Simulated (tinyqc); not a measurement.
Self-heating of a transistor with one or more fingers, with temperature-dependent conductivity: one step, computed by the program tinyqc. Command: `OMP_NUM_THREADS=1 python tinyqc.py 3012180 3012181 out.jsonl selfheat walk`. One thread of a shared host (Intel(R) Xeon(R) Processor @ 2.30GHz), about 0.05 s of CPU time with the checks.

N long parallel fingers lie on the top face of a slab whose bottom is held at T_0; the top is otherwise insulated, and heat flows in two dimensions. P in W/mm is 1000 P in W/m.

Problem. Extra rise from ballistic phonons. Near a source smaller than the free path, Fourier's law overstates the flow. Rough estimate: a strip that emits phonons into a half space adds a resistance times area of 4 Lambda/(3 kappa_0), from the ballistic flux C v Delta T/4 with kappa_0 = C v Lambda/3, so Delta T_b = 4 Lambda P/(3 kappa_0 w); Knudsen number Lambda/w.

Inputs (values chosen for the exercise, modelled on silicon carbide): conductivity at the base temperature kappa_0 = 384 W/(m K); power per gate width P = 2.6 W/mm; width of the heat source w = 0.51 micrometre; phonon free path Lambda = 140 nm.

Power: fixed power.

largest theta = 17.80366 K

Give: Knudsen number; ballistic rise Delta T_b; Delta T_b / largest theta.

Solution.

Knudsen number = 0.2745

ballistic rise Delta T_b = 2.478 K

Delta T_b / largest theta = 0.1392

By this estimate the ballistic term is at most a fifth of the Fourier rise.
